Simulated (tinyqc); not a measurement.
# Contact resistivity and sheet resistance from two contact lengths

Problem. Rc = [sqrt(rc Rsh)/Wc] coth(Lc/(2 LT)), LT = sqrt(rc/Rsh), Wc = 40 nm; the second contact is twice as long as the first. Find LT, rc and Rsh.

Rc for Lc = 38 and 76 nm (ohm): [197.063105, 148.008089]

Answer. With t = tanh(Lc/(2 LT)) for the shorter contact, the resistance of the longer over that of the shorter is (1 + t^2)/2. Then sqrt(rc Rsh) = Rc t Wc, and rc and Rsh follow by multiplying and dividing by LT.

LT = 21.5 nm
rc = 1.20e-9 ohm cm^2
Rsh = 260 ohm

Numbers from tinyqc (`OMP_NUM_THREADS=1 python tinyqc.py 2170047 2170048 out.jsonl`; about 0.07 s on one thread of a shared Intel Xeon 2.30GHz).
